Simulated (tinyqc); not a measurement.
Two-mode optical phonons of a ternary alloy from two coupled oscillators: one step, computed by the program tinyqc. Command: `OMP_NUM_THREADS=1 python tinyqc.py 3010273 3010274 out.jsonl twomode walk`. One thread of a shared host (Intel(R) Xeon(R) Processor @ 2.30GHz), about 0.01 s of CPU time with the checks.

An alloy A(x)B(1-x)C has an A-C and a B-C bond oscillator. Each TO frequency moves linearly from the impurity mode (dilute end) to the TO of the pure crystal; each strength is proportional to the number of bonds.

Task: The two oscillators. omega_1 = (impurity mode of A) + x (omega_TO,AC - impurity mode of A); omega_2 = (impurity mode of B) + (1 - x)(omega_TO,BC - impurity mode of B); eps_inf = x eps_AC + (1 - x) eps_BC; strengths W_1 = x eps_AC (omega_LO,AC^2 - omega_TO,AC^2), W_2 = (1 - x) eps_BC (omega_LO,BC^2 - omega_TO,BC^2).

Inputs (values chosen for the exercise, for a model alloy):
```
quantity                  value  unit
omega_TO of pure AC         880  1/cm
omega_LO of pure AC         927  1/cm
omega_TO of pure BC         468  1/cm
omega_LO of pure BC         563  1/cm
eps_inf of AC              6.08     -
eps_inf of BC              10.6     -
impurity mode of A in BC    848  1/cm
impurity mode of B in AC    457  1/cm
fraction x of A            0.21     -
```

Give: omega_1 (A-C, TO); omega_2 (B-C, TO); eps_inf; W_1; W_2.

Result:

omega_1 (A-C, TO) = 854.72 1/cm

omega_2 (B-C, TO) = 465.69 1/cm

eps_inf = 9.6508

W_1 = 1.084e+05 1/cm^2

W_2 = 8.202e+05 1/cm^2
